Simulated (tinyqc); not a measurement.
Energy and delay of logic against supply voltage: one step of the calculation.

One expression serves below and above threshold: I(Vg) = Ik [ln(1 + exp((Vg - VT + dd V)/(al nf Vt)))]^al, with I_on = I(V) and I_off = I(0). Gate delay td = kd C V/I_on, clock period LD td. Per gate and cycle the switching energy is act C V^2 and the leakage energy I_off V LD td. No short-circuit current, no variation. Minima are sought above 0.09 V; below a few Vt gates no longer switch and the model has no meaning.

Task. Currents, delay and energies. I_on, I_off, td, clock frequency 1/(LD td), both energies and their sum.

Parameters, values chosen for the exercise; values of the order met in logic technologies: temperature T = 358 K; threshold voltage at zero drain bias VT = 0.23 V; slope factor nf = 1.11; barrier lowering per volt of supply dd = 0.04; specific current of a gate Ik = 0.66 uA; exponent of the current law al = 1.71; load capacitance of a gate C = 0.96 fF; delay factor kd = 0.9; logic depth LD = 12; activity factor act = 0.05; supply voltage V = 0.52 V.

Constants: q = 1.602176634e-19 C, kB = 1.380649e-23 J/K, Vt = kB T/q. Results are converted to the units shown.

Give: I_on; I_off; td; clock frequency; switching energy; leakage energy; energy.

Result.

I_on = 11.48 uA
I_off = 1.432 nA
td = 39.15 ps
clock frequency = 2.129 GHz
switching energy = 12.98 aJ
leakage energy = 0.3499 aJ
energy = 13.33 aJ

I_on/I_off = 8010; leakage makes up 2.63 % of the energy.

Numbers from tinyqc (`OMP_NUM_THREADS=1 python tinyqc.py 2082033 2082034 out.jsonl`; about 0.01 s on one thread of a shared Intel Xeon 2.30GHz).
